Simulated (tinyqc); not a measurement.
# Radius, Mott density and mass from the binding energy

Inverse problem. A donor has the isolated binding energy E0 = cc Ry, Ry = (m0 q^3/(8 eps0^2 h^2)) me/eps_r^2 in eV, radius a = q/(8 pi eps0 eps_r E0) and Mott density (0.26/a)^3. Find a, the Mott density and me.

Inputs (values chosen for the exercise):
```
symbol,value,unit,meaning
eps_r,11.8,,relative permittivity
cc,1.1,,ratio of the true binding energy to the hydrogenic one
```

Constants: q = 1.602176634e-19 C, eps0 = 8.8541878128e-12 F/m, h = 6.62607015e-34 J s, m0 = 9.1093837015e-31 kg. Results are converted to the units shown.

E0 = 27.408768 meV

Solution. Each follows directly from E0.

a = 2.226 nm
Mott density = 1.593e18 cm^-3
me = 0.2550 m0

Numbers from tinyqc (`OMP_NUM_THREADS=1 python tinyqc.py 2330125 2330126 out.jsonl`; about 0.01 s on one thread of a shared Intel Xeon 2.30GHz).
